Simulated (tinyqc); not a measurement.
Same peak temperature, different pulse lengths: millisecond and nanosecond annealing: surface heating, thermal budget and solid-phase regrowth. Computed by tinyqc, a small Python program. Command: `OMP_NUM_THREADS=1 python tinyqc.py 3023403 3023404 out.jsonl flash walk`. One thread of a shared host (Intel(R) Xeon(R) Processor @ 2.30GHz), about 0.02 s of CPU time with the checks.

A square pulse heats the surface of a thick wafer with constant thermal properties; losses by radiation are neglected and silicon melts at 1414 C.

Inputs (values chosen for the exercise, modelled on hot silicon with arsenic):
```
quantity                      value        unit
incident fluence              0.648      J/cm^2
pulse length t_p            1.7e-07           s
reflectance R                  0.42           -
thermal conductivity k         0.29    W/(cm K)
heat capacity per volume c     2.32  J/(cm^3 K)
preheat temperature T0           25           C
dopant prefactor D0            10.5      cm^2/s
dopant activation energy E        4          eV
regrowth prefactor v0       4.6e+08        cm/s
regrowth energy E_v            2.69          eV
amorphous layer                 9.7          nm
```

Source: pulsed laser.

Constants: k_B = 8.617333262e-05 eV/K.

Method:
- Absorbed flux q = (1 - R) fluence/t_p; kappa = k/c. With f(z, t) = (2 q/k) sqrt(kappa t) ierfc(z/(2 sqrt(kappa t))), ierfc(x) = exp(-x^2)/sqrt(pi) - x erfc(x): T = T0 + f(z, t) during the pulse and T0 + f(z, t) - f(z, t - t_p) after it.
- At the surface the rise at the end of the pulse is 2 q sqrt(t_p/(pi k c)); the fluence that just melts the surface scales with (1414 - T0).
- Temperatures in kelvin are T(C) + 273.15.
- Integrate exp(-E/(k_B T(t))) at the surface from 0 to 10 t_p (Gauss-Legendre, 60 points in sqrt(t) up to t_p and 60 in sqrt(t - t_p) after it). (Dt) = D0 x integral with E; regrowth = v0 x integral with E_v; effective time = integral/exp(-E/(k_B T_peak)).
- For each t_p the flux is set so that the peak temperature stays the same: q sqrt(t_p) is fixed.

absorbed flux q = 2.21082e+06 W/cm^2

kappa = 0.125 cm^2/s

Pulses:
```
t_p (s)   fluence (J/cm^2)  q (W/cm^2)  thermal length (um)  2 sqrt(Dt) (nm)  regrowth (nm)
1.00e-07        4.9699e-01  2.8826e+06           1.1180e+00       1.8362e-03     9.6213e-02
1.00e-06        1.5716e+00  9.1155e+05           3.5355e+00       5.8064e-03     9.6213e-01
1.00e-05        4.9699e+00  2.8826e+05           1.1180e+01       1.8362e-02     9.6213e+00
1.00e-04        1.5716e+01  9.1155e+04           3.5355e+01       5.8064e-02     9.6213e+01
3.00e-04        2.7221e+01  5.2628e+04           6.1237e+01       1.0057e-01     2.8864e+02
1.00e-03        4.9699e+01  2.8826e+04           1.1180e+02       1.8362e-01     9.6213e+02
3.00e-03        8.6082e+01  1.6642e+04           1.9365e+02       3.1803e-01     2.8864e+03
1.00e-02        1.5716e+02  9.1155e+03           3.5355e+02       5.8064e-01     9.6213e+03
```

Fluence and diffusion length grow as sqrt(t_p), regrowth as t_p. The layer of 9.7 nm regrows from t_p = 0.0001 s on among these rows, at a diffusion length of 0.058 nm. Caution: cold silicon conducts heat several times better than the constant k used here, so the real melting fluence is higher. Caution: amorphous silicon melts some 200 to 250 K below the crystal, which matters for the short pulses that reach the peak before regrowth. Caution: the shortest pulses need a source absorbed within their thermal length, and the longest also heat the back of the wafer, which the thick-wafer formula leaves out.

Extremes, crossings and ranges named in words are read from the listed rows.
